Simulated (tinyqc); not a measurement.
Tail absorption against field: Franz-Keldysh effect at a direct gap.

Parabolic bands, vertical transitions, no excitons. For each hole band j: mr = me mj/(me + mj); joint density of states J_j(E) = (mr/c)^(3/2) sqrt(E - Eg)/(2 pi^2), both spins, c = hbar^2/2m0; averaged matrix element |e.p|^2 = m0 Ep/6; alpha_j(E) = 4 pi^2 alpha_f c Ep J_j/(3 nr E) in 1/angstrom (alpha_f the fine-structure constant, listed as alpha among the constants), times 1e8 for 1/cm.

In a field Fd (1 kV/cm = 1e-5 V/angstrom) the electro-optic energy of band j is th = (c (e Fd)^2/mr)^(1/3), and sqrt(E - Eg) in J_j is replaced by pi sqrt(th) [Ai'(b)^2 - b Ai(b)^2] with b = (Eg - E)/th; Ai is the Airy function.

Constants: hbar^2/2m0 = 3.80998211 eV angstrom^2; fine-structure constant alpha = 0.007297352564.

Parameters, chosen for this exercise (near those of GaAs; shifted at random, so the results belong to these values and not to a real crystal): Eg = 1.418 eV (direct gap); me = 0.0647 m0 (electron mass); mhh = 0.496 m0 (heavy-hole mass); mlh = 0.0782 m0 (light-hole mass); Ep = 25.8 eV (Kane energy); nr = 3.64 (refractive index); det = 25 meV (detuning below the gap).

At E = Eg - det; the field takes the values listed. The last column is the length for 10 dB of loss.

Results:
```
Fd (kV/cm)  th heavy (meV)  b heavy  alpha (1/cm)  length (micrometre)
10                    8.73    2.863         0.333             6.92e+04
20                   13.86    1.804          9.88             2.33e+03
40                   22.00    1.136          72.1                  319
60                   28.83    0.867           158                  146
100                  40.53    0.617           329                 70.0
150                  53.11    0.471           515                 44.7
250                  74.65    0.335           807                 28.5
400                 102.12    0.245      1.13e+03                 20.4
```

alpha grows by 2.7 decades from 10 to 60 kV/cm and by a factor 1.40 over the last step, where the field grows by 1.6: the exponent (4/3) b^(3/2) goes as 1/Fd, so the gain is steep only while b > 1 (deep in the tail the light-hole pair, with its smaller b, carries most of it), that is up to 40 kV/cm of those listed. Values below about 10 1/cm lie under the Urbach and exciton tails of a real crystal, left out here.

Run: tinyqc, `OMP_NUM_THREADS=1 python tinyqc.py 1682178 1682179 out.jsonl`; Intel(R) Xeon(R) Processor @ 2.30GHz, one thread, shared host; about 0.01 s of CPU time with all checks.
